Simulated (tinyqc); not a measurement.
Changing the longitudinal mass m_l: donor in an ellipsoidal valley (Kohn-Luttinger variational method). Computed by tinyqc, a small Python program. Command: `OMP_NUM_THREADS=1 python tinyqc.py 3025907 3025908 out.jsonl kohnlutt sweep`. One thread of a shared host (Intel(R) Xeon(R) Processor @ 2.30GHz), about 0.1 s of CPU time with the checks.

H = -(d^2/dx^2 + d^2/dy^2) - gamma d^2/dz^2 - 2/r in units built on m_t, with gamma = m_t/m_l and z along the valley axis. One valley; no valley-orbit or central-cell term.

Inputs (values chosen for the exercise, modelled on silicon): transverse mass m_t = 0.191 m_0; dielectric constant eps = 11.3.

Constants: Ry = 13.605693123 eV; a_0 = 0.529177210903 angstrom.

Method:
- Ry* = Ry m_t/eps^2, a* = a_0 eps/m_t, gamma = m_t/m_l.
- Trial function exp(-sqrt((x^2 + y^2)/a^2 + z^2/b^2)) with beta = b/a < 1: E = t/a^2 - u/a, t = (2 + gamma/beta^2)/3, u = 2 arcsin(sqrt(1 - beta^2))/sqrt(1 - beta^2); the best a is 2 t/u and E(beta) = -u^2/(4 t).
- Golden-section search on beta from 0.05 to 0.999, 60 steps.
- Gaussian basis: g = P exp(-al (x^2 + y^2) - be z^2) with P = 1 (s-like), z (2p0) or x (2p+-); al = 0.004 x 2.6^k, k = 0..11, and be/al = 1, gamma^(-1/2) or 1/gamma (36 functions); 1/r = (2/sqrt(pi)) int exp(-t^2 r^2) dt by 48 Gauss-Legendre points after t = sqrt(al_i + al_j) tan(theta); overlap eigenvalues below 1e-10 are dropped.

One run for each value:

| longitudinal mass m_l (m_0) | 1s binding energy, trial function (meV) | 2p0 binding energy (meV) | 2p+- binding energy (meV) | best beta | 1s binding energy, Gaussian basis (meV) |
|---|---|---|---|---|---|
| 0.23 | 21.628 | 5.679 | 5.2752 | 0.93589 | 21.628 |
| 0.36 | 24.825 | 7.314 | 5.7116 | 0.79838 | 24.829 |
| 0.55 | 27.966 | 9.141 | 6.0999 | 0.68765 | 27.982 |
| 0.85 | 31.264 | 11.308 | 6.4698 | 0.59043 | 31.301 |
| 1.30 | 34.504 | 13.701 | 6.8002 | 0.50923 | 34.577 |
| 2.10 | 38.132 | 16.706 | 7.1354 | 0.43129 | 38.263 |
| 3.20 | 41.247 | 19.579 | 7.3967 | 0.37300 | 41.449 |
| 4.90 | 44.293 | 22.662 | 7.6305 | 0.32223 | 44.584 |
| 7.60 | 47.289 | 25.968 | 7.8404 | 0.27730 | 47.687 |

Describe the trends.

Over the rows, 1s binding energy, trial function (meV) rises from 21.6 to 47.3 (exponent d ln y / d ln x 0.31 between the first rows and 0.15 between the last); 2p0 binding energy (meV) rises from 5.68 to 26.0 (exponent d ln y / d ln x 0.56 between the first rows and 0.31 between the last); 2p+- binding energy (meV) rises from 5.28 to 7.84 (exponent d ln y / d ln x 0.18 between the first rows and 0.062 between the last).

Caution (rows 7.60): the short radius is only a few bond lengths, so the envelope approximation is rough.

Extremes, crossings and ranges named in words are read from the listed rows.
